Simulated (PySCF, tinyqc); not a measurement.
Inside a calculation. Method: CIS and TDHF on RHF in the 3-21g basis, for H3+, spin multiplicity 1. The lowest restricted solution is unstable here: a spin-polarised one lies 0.0023 hartree lower (PySCF). One step of it, computed by the program tinyqc.

Task: CIS matrix, singlets. A(ia,jb) = (e_a - e_i) d_ij d_ab + 2 (ia|jb) - (ij|ab).

orbital energies (hartree): MO1 -0.897392, MO2 -0.384138, MO3 -0.054372, MO4 0.728883, MO5 0.831816, MO6 0.965962

Two-electron integrals over orbitals (pq|rs), unique and non-zero (hartree):
```
(11|11) 0.523231    (21|21) 0.120932    (22|11) 0.416689    (22|22) 0.431842
(31|11) 0.081347    (31|22) -0.018513   (31|31) 0.082480    (32|21) -0.100868
(32|32) 0.109511    (33|11) 0.416783    (33|22) 0.380791    (33|31) 0.027067
(33|33) 0.379054    (41|11) 0.059519    (41|22) 0.072000    (41|31) -0.013372
(41|33) 0.045006    (41|41) 0.047778    (42|21) 0.067430    (42|32) -0.051773
(42|42) 0.078032    (43|11) -0.054671   (43|22) -0.059722   (43|31) 0.006548
(43|33) -0.034748   (43|41) -0.030045   (43|43) 0.035723    (44|11) 0.415730
(44|22) 0.426032    (44|31) -0.014628   (44|33) 0.371919    (44|41) 0.083033
(44|43) -0.072142   (44|44) 0.446773    (51|21) 0.048634    (51|32) -0.039139
(51|42) 0.056581    (51|51) 0.041706    (52|11) 0.079807    (52|22) 0.096802
(52|31) -0.018064   (52|33) 0.056554    (52|41) 0.058820    (52|43) -0.048746
(52|44) 0.115399    (52|52) 0.080934    (53|21) -0.028935   (53|32) 0.014937
(53|42) -0.046885   (53|51) -0.032447   (53|53) 0.034637    (54|21) 0.157726
(54|32) -0.143641   (54|42) 0.107784    (54|51) 0.079576    (54|53) -0.048155
(54|54) 0.240457    (55|11) 0.401969    (55|22) 0.428209    (55|31) -0.027714
(55|33) 0.368198    (55|41) 0.086712    (55|43) -0.071529   (55|44) 0.449100
(55|52) 0.118438    (55|55) 0.454433    (61|11) -0.075643   (61|22) -0.001067
(61|31) -0.062331   (61|33) -0.046967   (61|41) -0.006926   (61|43) -0.014518
(61|44) 0.002407    (61|52) 0.008152    (61|55) 0.008542    (61|61) 0.091088
(62|21) 0.028345    (62|32) -0.016743   (62|42) 0.026979    (62|51) 0.018865
(62|53) -0.018405   (62|54) 0.040622    (62|62) 0.014963    (63|11) -0.117856
(63|22) -0.047017   (63|31) -0.056420   (63|33) -0.065652   (63|41) -0.028467
(63|43) 0.013234    (63|44) -0.052518   (63|52) -0.028410   (63|55) -0.045491
(63|61) 0.072274    (63|63) 0.081381    (64|11) -0.026292   (64|22) 0.025790
(64|31) -0.043763   (64|33) -0.002210   (64|41) 0.021261    (64|43) -0.010225
(64|44) 0.029973    (64|52) 0.026077    (64|55) 0.039027    (64|61) 0.028603
(64|63) 0.021941    (64|64) 0.033232    (65|21) 0.046583    (65|32) -0.046936
(65|42) 0.034187    (65|51) 0.026335    (65|53) -0.012565   (65|54) 0.074051
(65|62) 0.009390    (65|65) 0.026450    (66|11) 0.543251    (66|22) 0.373755
(66|31) 0.136341    (66|33) 0.425620    (66|41) 0.048981    (66|43) -0.030625
(66|44) 0.377791    (66|52) 0.052048    (66|55) 0.356566    (66|61) -0.155157
(66|63) -0.172638   (66|64) -0.063726   (66|66) 0.671097
```

Give: CIS matrix A, singlet.

Result:

CIS matrix A, singlet (hartree), lower triangle:
```
       1>2     1>3    1>4    1>5    1>6
1>2  0.338
1>3  0.000   0.591
1>4  0.000   0.028  1.306
1>5  0.017   0.000  0.000  1.411
1>6  0.000  -0.007  0.012  0.000  1.502
```
